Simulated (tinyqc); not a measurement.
Worked calculation: empirical pseudopotential in a few plane waves. Computed by tinyqc, a small Python program that keeps every step. Settings: plane-wave index or count = 15. Command: `OMP_NUM_THREADS=1 python tinyqc.py 31544 31545 out.jsonl` (the two numbers bound the seeds that draw the settings). One thread of a shared host (Intel(R) Xeon(R) Processor @ 2.60GHz), about 0.2 s of CPU time with the checks.

## Bloch Hamiltonian at k

Parameters chosen for this model: fcc lattice, atoms at +/- a/8 (1,1,1); form factors in rydberg at |G|^2 in units of (2 pi/a)^2:
```
parameter                 value      unit
a                      6.190000  angstrom
VS(3)                 -0.220000        Ry
VS(8)                  0.056000        Ry
VS(11)                 0.038000        Ry
VA(3)                         0        Ry
VA(4)                         0        Ry
VA(11)                        0        Ry
hbar^2/2m (2 pi/a)^2   3.925558        eV
```

k point k (2 pi / a): 0.260000  0.440000  -0.490000

Basis: the 15 shortest G (labels in 2 pi/a), the same at every k. H(G,G') = c |k + G|^2 delta + VS(|G-G'|^2) cos((G-G').tau) + i VA sin((G-G').tau), tau = a/8 (1,1,1); 1 Ry = 13.605693 eV.

H(k) at k (eV), lower triangle:
```
           +0+0+0     -1-1-1     -1-1+1     -1+1-1     -1+1+1     +1-1-1     +1-1+1     +1+1-1
+0+0+0   1.967882
-1-1-1   2.116549  12.095821
-1-1+1  -2.116549   0.000000   4.401728
-1+1-1  -2.116549   0.000000   0.761919  19.004802
-1+1+1  -2.116549  -0.761919   0.000000   0.000000  11.310709
+1-1-1  -2.116549   0.000000   0.761919   0.761919   0.000000  16.178401
+1-1+1  -2.116549  -0.761919   0.000000   0.000000   0.761919   0.000000   8.484308
+1+1-1  -2.116549  -0.761919   0.000000   0.000000   0.761919   0.000000   0.761919  23.087382
+1+1+1   2.116549   0.000000  -0.761919  -0.761919   0.000000  -0.761919   0.000000   0.000000
-2+0+0   0.000000  -2.116549  -2.116549  -2.116549   2.116549   0.365586  -0.365586  -0.365586
+0-2+0   0.000000  -2.116549  -2.116549   0.365586  -0.365586  -2.116549   2.116549  -0.365586
+0+0-2   0.000000  -2.116549   0.365586  -2.116549  -0.365586  -2.116549  -0.365586   2.116549
+0+0+2   0.000000  -0.365586   2.116549  -0.365586  -2.116549  -0.365586  -2.116549   0.365586
+0+2+0   0.000000  -0.365586  -0.365586   2.116549  -2.116549  -0.365586   0.365586  -2.116549
+2+0+0   0.000000  -0.365586  -0.365586  -0.365586   0.365586   2.116549  -2.116549  -2.116549

           +1+1+1     -2+0+0     +0-2+0     +0+0-2    +0+0+2     +0+2+0     +2+0+0
+1+1+1  15.393289
-2+0+0  -0.365586  13.587533
+0-2+0  -0.365586   0.761919  10.761131
+0+0-2  -0.365586   0.761919   0.761919  25.364206
+0+0+2  -2.116549  -0.761919  -0.761919   0.000000  9.976020
+0+2+0  -2.116549  -0.761919   0.000000  -0.761919  0.761919  24.579094
+2+0+0  -2.116549   0.000000  -0.761919  -0.761919  0.761919   0.761919  21.752693
```

## Levels at k

Diagonalise the Hermitian matrix.

eigenvalues (eV): -0.670112  2.953279  6.528022  7.046384  10.463580  11.786092  12.079606  15.052599  15.753950  17.363640  18.231941  22.270025  23.872999  25.435202  29.777791

## Bands along a path

The same steps at evenly spaced points between the labelled ones.

Bands along the path (eV), lowest eight:
```
k            band 1    band 2    band 3    band 4     band 5     band 6     band 7     band 8
L         -0.286361  2.344317  7.116790  7.116790   9.910002  11.829055  11.829055  16.693560
L-G 0.33  -1.143758  3.638163  7.198993  7.198993   9.958024  11.763552  11.763552  15.116749
L-G 0.67  -1.925488  5.914540  7.582114  7.582114  10.295433  11.496491  11.496491  12.559082
G         -2.203298  7.868767  7.868767  7.868767   9.903585  11.014754  11.014754  11.014754
G-X 0.33  -1.830190  5.901146  7.130127  7.130127  10.538646  11.524258  12.369378  12.369378
G-X 0.67  -0.726529  3.444850  6.304017  6.304017  10.042578  10.620014  14.991982  14.991982
X          1.056586  1.327605  6.123874  6.123874   9.794608  10.305597  18.103951  18.112256
```

With 4 band(s) filled, the highest filled level on these points lies at G and the lowest empty one at X: a gap of 1.9258 eV, indirect. This holds for the small fixed basis; with all plane waves up to |k + G|^2 = 21 (2 pi/a)^2 the gap along the path is 1.37 eV.

## Convergence with the number of plane waves

Levels at G counted from the fourth one.

Levels (eV):
```
plane waves     level 1   level 5   level 8
9            -13.218052  0.000000  3.047675
15           -10.072065  2.034818  3.145987
27            -9.629725  2.524721  2.846601
51            -9.717726  2.584463  2.885260
59            -9.747317  2.581573  2.729085
65            -9.752954  2.581573  2.704957
89            -9.719965  2.558580  2.728946
```
